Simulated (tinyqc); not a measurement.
# Inputs raised by 10 %, one at a time

Model: Holstein polaron on two sites. Computed by tinyqc, a small Python program. Command: `OMP_NUM_THREADS=1 python tinyqc.py 3016802 3016803 out.jsonl holstein sens`. One thread of a shared host (Intel(R) Xeon(R) Processor @ 2.30GHz), about 0.02 s of CPU time with the checks.

One electron on sites 1 and 2: H = -t (c1+ c2 + c2+ c1) + hbar omega sum_i b_i+ b_i - g hbar omega sum_i n_i (b_i + b_i+). The symmetric phonon shifts the energy by -g^2 hbar omega/2 and drops out; with b = (b_1 - b_2)/sqrt(2) there remains H = -t sigma_x + hbar omega b+ b - (g hbar omega/sqrt(2)) sigma_z (b + b+). Parity splits it into blocks p = +1 and -1 over phonon numbers n. Zero-point energies are left out. Weights Z refer to mode b alone; the displaced symmetric mode multiplies the full zero-phonon weight by exp(-g^2/2).

Inputs (values chosen for the exercise, for a model dimer): hopping t = 19 meV; phonon energy hbar omega = 148 meV; coupling g = 0.688.

Method. Block p: H_nn = n hbar omega - p t (-1)^n - g^2 hbar omega/2, H_(n,n+1) = -(g hbar omega/sqrt(2)) sqrt(n + 1). Use 60 levels in both blocks; Z = c_0^2 is the weight of n = 0 in the ground state c; the splitting is the lowest odd level less the lowest even one, which without coupling is the smaller of 2t and hbar omega; <sigma_x> = sum (-1)^n c_n^2 measures the kinetic energy.

Runs:
```
input moved                      from      to  ground-state energy (meV)  weight Z of n = 0 in mode b  splitting (meV)  mean phonon number in b
base run                            -       -                    -82.922                      0.84599           23.394                  0.17305
hopping t (meV)                    19    20.9                    -84.308                      0.85060           25.670                  0.16787
phonon energy hbar omega (meV)    148   162.8                    -89.844                      0.84166           23.442                  0.17792
coupling g                      0.688  0.7568                    -96.589                      0.81342           21.187                  0.21474
```

Exponents ln(y'/y) / ln(x'/x):
```
input                     ground-state energy  weight Z of n = 0 in mode b  splitting  mean phonon number in b
hopping t                               0.174                        0.057      0.974                   -0.318
phonon energy hbar omega                0.841                       -0.054      0.021                    0.291
coupling g                              1.601                       -0.412     -1.039                    2.265
```

To which inputs is each result most sensitive?

Among the inputs moved here: ground-state energy answers most in size to coupling g (exponent +1.601), next to phonon energy hbar omega (+0.841). weight Z of n = 0 in mode b answers most in size to coupling g (exponent -0.412), next to hopping t (+0.057). Splitting answers most in size to coupling g (exponent -1.039), next to hopping t (+0.974). Its exponent +0.974 in hopping t: the ratio splitting/(2t) hardly changes with t near this point. Mean phonon number in b answers most in size to coupling g (exponent +2.265), next to hopping t (-0.318).
